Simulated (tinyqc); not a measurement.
Worked calculation: plane-wave Kohn-Sham cycle with exchange-only LDA in a layered model solid. One step of it, computed by the program tinyqc.

Task: Iteration 2: Hamiltonian at one k. H(m,m') = (k + G_m)^2/2 delta + V(G_m - G_m'), with V(-G) = V(G).

A solid whose potential varies along x alone (atomic units):
```
parameter                      value
period a                    4.500000
cross-section of the cell  19.000000
electrons per cell                 4
grid points                       16
plane waves -n..n, n               3
k points                           3
V1 in V1 cos(2 pi x/a)     -0.280000
```

V(G_m), m = 0, 1, 2, ... (hartree): [-0.353344, -0.122052, 0.003999, -0.000048, 0.000294, 0.000002, 0.000015]

k = 0.000000 2 pi / a

Give: H.

Result:

H (hartree), order -3, -2, -1, +0, +1, +2, +3:
$$\begin{pmatrix}
8.4196 & -0.1221 & 0.0040 & 0.0000 & 0.0003 & 0.0000 & 0.0000 \\
-0.1221 & 3.5458 & -0.1221 & 0.0040 & 0.0000 & 0.0003 & 0.0000 \\
0.0040 & -0.1221 & 0.6214 & -0.1221 & 0.0040 & 0.0000 & 0.0003 \\
0.0000 & 0.0040 & -0.1221 & -0.3533 & -0.1221 & 0.0040 & 0.0000 \\
0.0003 & 0.0000 & 0.0040 & -0.1221 & 0.6214 & -0.1221 & 0.0040 \\
0.0000 & 0.0003 & 0.0000 & 0.0040 & -0.1221 & 3.5458 & -0.1221 \\
0.0000 & 0.0000 & 0.0003 & 0.0000 & 0.0040 & -0.1221 & 8.4196
\end{pmatrix}$$
